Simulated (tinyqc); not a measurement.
Interdiffusion in a binary couple: Darken equations, Kirkendall shift and Boltzmann-Matano analysis: one step, computed by the program tinyqc.

x is the mole fraction of B; the molar volume is constant, and the two halves are long enough to count as infinite.

Question. Boltzmann-Matano diffusivity. D~(x) = area/(2 t slope), with z counted from the original interface (the Matano plane); 1 um^2 = 1e-12 m^2.

Inputs (values chosen for the exercise, for a model alloy A-B): temperature T = 986 K; time t = 6900 s.

area -int z dx from x_L to the local x = 0.3165198 um

slope dx/dz at the local x = 0.05016165 1/um

Give: D~ from the profile.

Answer.

D~ from the profile = 4.572e-16 m^2/s
